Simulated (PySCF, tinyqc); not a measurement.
Worked calculation: CIS and TDHF on RHF in the sto-3g basis, frozen core, for BeH+, spin multiplicity 1. The lowest restricted solution is unstable here: a spin-polarised one lies 0.0122 hartree lower (PySCF). One step of it, computed by the program tinyqc.

Problem. TDHF (RPA) triplet states. B(ia,jb) = - (ib|ja); the squared energies are the eigenvalues of (A - B)(A + B); 1 hartree = 27.211386 eV.

CIS matrix A, triplet (hartree), lower triangle:
```
          2>3       2>4       2>5       2>6
2>3  0.055318
2>4  0.000000  0.169540
2>5  0.000000  0.000000  0.169540
2>6  0.056792  0.000000  0.000000  0.261711
```

Two-electron integrals over orbitals (pq|rs), unique and non-zero (hartree); the lowest 1 orbital is frozen and left out:
```
(22|22) 0.444451    (32|22) -0.063839   (32|32) 0.069971    (33|22) 0.329855
(33|32) 0.029693    (33|33) 0.416818    (42|42) 0.046570    (43|42) 0.035446
(43|43) 0.047381    (44|22) 0.346130    (44|32) 0.045387    (44|33) 0.376880
(44|44) 0.449859    (52|52) 0.046570    (53|52) 0.035446    (53|53) 0.047381
(54|54) 0.024249    (55|22) 0.346130    (55|32) 0.045387    (55|33) 0.376880
(55|44) 0.401360    (55|55) 0.449859    (62|22) 0.014249    (62|32) -0.057471
(62|33) -0.002490   (62|44) -0.069761   (62|55) -0.069761   (62|62) 0.115146
(63|22) -0.056792   (63|32) 0.066866    (63|33) 0.046649    (63|44) 0.040879
(63|55) 0.040879    (63|62) -0.062292   (63|63) 0.083902    (64|42) -0.024259
(64|43) -0.006365   (64|64) 0.021661    (65|52) -0.024259   (65|53) -0.006365
(65|65) 0.021661    (66|22) 0.451057    (66|32) -0.067761   (66|33) 0.358626
(66|44) 0.349708    (66|55) 0.349708    (66|62) 0.037994    (66|63) -0.058819
(66|66) 0.485999
```

Give: TDHF matrix B, triplet; squared energies w^2; TDHF energies from the positive w^2.

Solution.

TDHF matrix B, triplet (hartree), lower triangle:
```
         2>3      2>4      2>5      2>6
2>3  -0.0700
2>4   0.0000  -0.0466
2>5   0.0000   0.0000  -0.0466
2>6   0.0575   0.0000   0.0000  -0.1151
```

squared energies w^2 (hartree^2): -0.0111  0.0266  0.0266  0.0644

TDHF energies from the positive w^2 (eV): 4.4359  4.4359  6.9050

A + B or A - B has a negative eigenvalue: the restricted solution is unstable towards a spin-polarised one, a negative w^2 means an imaginary energy, and the lowest roots have no physical meaning.
